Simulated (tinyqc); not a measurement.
Current of a Schottky diode by thermionic-emission-diffusion theory, and its read-back from I-V-T and C-V data: one step, computed by the program tinyqc.

Full ionisation, no tunnelling, no recombination current. V is the voltage across the junction itself, forward positive.

Question. Barrier at the given bias. N_c(T) = N_c (T/300 K)^(3/2); V_bi = phi_0 - (k_B T/e) ln(N_c(T)/N); surface field F = sqrt(2 e N (V_bi - V - k_B T/e)/(eps eps_0)); image lowering d_phi = sqrt(e F/(4 pi eps eps_0)); effective barrier phi = phi_0 - d_phi.

Inputs (values chosen for the exercise, modelled on n-type GaAs):

| quantity | value | unit |
|---|---|---|
| Richardson constant A* | 8.41 | A/(cm^2 K^2) |
| effective density of states at 300 K, N_c | 4.7e+17 | 1/cm^3 |
| permittivity eps | 12.9 | - |
| mobility mu | 7400 | cm^2/(V s) |
| barrier without image force phi_0 | 0.908 | eV |
| doping N | 1.1e+16 | 1/cm^3 |
| junction voltage V | 0.39 | V |
| temperature T | 423 | K |

Barrier: uniform.

Constants: k_B = 8.617333262e-05 eV/K; e = 1.602176634e-19 C; eps_0 = 8.8541878128e-12 F/m.

Give: built-in voltage V_bi; surface field F; image lowering; effective barrier phi.

Answer.

built-in voltage V_bi = 0.75234 V

surface field F = 31.713 kV/cm

image lowering = 18.815 meV

effective barrier phi = 0.88919 eV
